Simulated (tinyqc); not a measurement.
Vacuum evaporation: vapour pressure, source flux, thickness distribution, purity and step coverage: one step, computed by the program tinyqc. Command: `OMP_NUM_THREADS=1 python tinyqc.py 3111849 3111850 out.jsonl evap walk`. One thread of a shared host (Intel(R) Xeon(R) Processor @ 2.30GHz), about 0.01 s of CPU time with the checks.

Molecular flow, unit sticking of the metal, no re-evaporation. The background gas is taken as water vapour (18.015 g/mol, collision diameter 0.37 nm) at 300 K.

Task: Offset source and rotation. Rotating wafer, source offset by s and facing upwards: thickness at radius r is the mean over the angle a of (1 + (r^2 + s^2 - 2 r s cos a)/h^2)^(-(n + 3)/2), by 360 equal steps; non-uniformity (max - min)/(max + min) over 21 radii from 0 to R.

Inputs (values chosen for the exercise, modelled on silver, with constants for the liquid):
```
quantity                         value  unit
directionality n                     2     -
source-to-wafer distance h          43    cm
wafer radius R                     7.5    cm
source offset from the axis s/h   0.84     -
```

Give: centre thickness relative to an axial source; edge over centre, rotating; non-uniformity, rotating.

Result:

centre thickness relative to an axial source = 0.26321

edge over centre, rotating = 1.0191

non-uniformity, rotating = 0.94719 %
